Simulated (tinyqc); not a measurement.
Inside a calculation. Method: tight binding, honeycomb lattice. Computed by tinyqc, a small Python program that keeps every step. Settings: t1 = 1.23, t2 = 0, phi = 1.57, delta = 0.6, points = 6. Command: `OMP_NUM_THREADS=1 python tinyqc.py 23016 23017 out.jsonl` (the two numbers bound the seeds that draw the settings). One thread of a shared host (Intel(R) Xeon(R) Processor @ 2.60GHz), about 0.01 s of CPU time with the checks.

## Bloch Hamiltonian at k

Parameters chosen for this model:
```
parameter     value                        unit
t1         1.230000                 eV, nearest
t2                0       eV, second neighbours
phi        1.570000  rad, phase of t2 (Haldane)
delta      0.600000          eV, +/- on A and B
```

k point k (fractions of the reciprocal vectors): 0.080000  0.040000

H_AB = -t1 (1 + exp(-i k.a1) + exp(-i k.a2)); H_AA = delta - 2 t2 sum cos(k.b + phi), H_BB = -delta - 2 t2 sum cos(k.b - phi), b = a1, a2 - a1, -a2.

H(k) at k (eV):
```
                     A                    B
A             0.600000  -3.499215+0.898446i
B  -3.499215-0.898446i            -0.600000
```

## Levels at k

Diagonalise the Hermitian matrix.

eigenvalues (eV): -3.662200  3.662200

weights |c|^2 of the basis functions:
```
     band 1    band 2
A  0.418082  0.581918
B  0.581918  0.418082
```

## Bloch Hamiltonian at K

k point K (fractions of the reciprocal vectors): 0.333333  0.666667

As before.

H(k) at K (eV):
```
          A          B
A  0.600000   0.000000
B  0.000000  -0.600000
```

## Levels at K

As before.

eigenvalues (eV): -0.600000  0.600000

weights |c|^2 of the basis functions:
```
     band 1    band 2
A  0.000000  1.000000
B  1.000000  0.000000
```

## Bands along a path

The same steps at evenly spaced points between the labelled ones.

Bands along the path (eV):
```
k             band 1    band 2
G          -3.738462  3.738462
G-K 0.25   -3.413567  3.413567
G-K 0.50   -2.532114  2.532114
G-K 0.75   -1.368539  1.368539
K          -0.600000  0.600000
K-M 0.25   -0.787129  0.787129
K-M 0.50   -1.082017  1.082017
K-M 0.75   -1.293724  1.293724
M          -1.368539  1.368539
M-K' 0.25  -1.293724  1.293724
M-K' 0.50  -1.082017  1.082017
M-K' 0.75  -0.787129  0.787129
K'         -0.600000  0.600000
```

With 1 band(s) filled, the highest filled level on these points lies at K and the lowest empty one at K: a gap of 1.2000 eV, direct.

## Chern number of the lower band

On a 6 x 6 mesh, the phase of the product of overlaps around each plaquette (k1 then k2); the sum over 2 pi is an integer.

plaquette phases (rad):
```
           1          2          3          4          5          6
1   0.000000  -0.019501  -0.084402   0.000000   0.038711   0.012906
2   0.019501   0.000000  -0.084402  -0.551364   0.000000   0.038711
3   0.084402   0.084402   0.000000  -0.551364  -0.551364   0.000000
4   0.000000   0.551364   0.551364   0.000000  -0.084402  -0.084402
5  -0.038711   0.000000   0.551364   0.084402   0.000000  -0.019501
6  -0.012906  -0.038711   0.000000   0.084402   0.019501   0.000000
```

Chern number = 0.000000
